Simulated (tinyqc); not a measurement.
Single-photon avalanche diode, trigger probability and counting: one step of the calculation.

A multiplication layer of width W with the uniform field V/W; alpha = an exp(-bn/E) for electrons, beta = ap exp(-bp/E) for holes (local model, no dead space). a = alpha W, b = beta W. Electrons enter at x = 0, holes at x = W. P0 is the probability that an electron entering at 0 starts a lasting avalanche, PW the same for a hole entering at W.

Question. Trigger probability by substitution. PW = P0 exp(b - a)/(1 - P0 + P0 exp(b - a)); P0(new) = 1 - (1 - PW)^(a/b).

P0 at the start = 0.5
a = 1.5132684
b = 2.6627515

Wanted: PW; P0 after iteration 1.

Answer.

PW = 0.75942
P0 after iteration 1 = 0.55499

Program tinyqc, `OMP_NUM_THREADS=1 python tinyqc.py 2630142 2630143 out.jsonl`; Intel Xeon 2.30GHz, shared host, one thread, about 0.01 s.
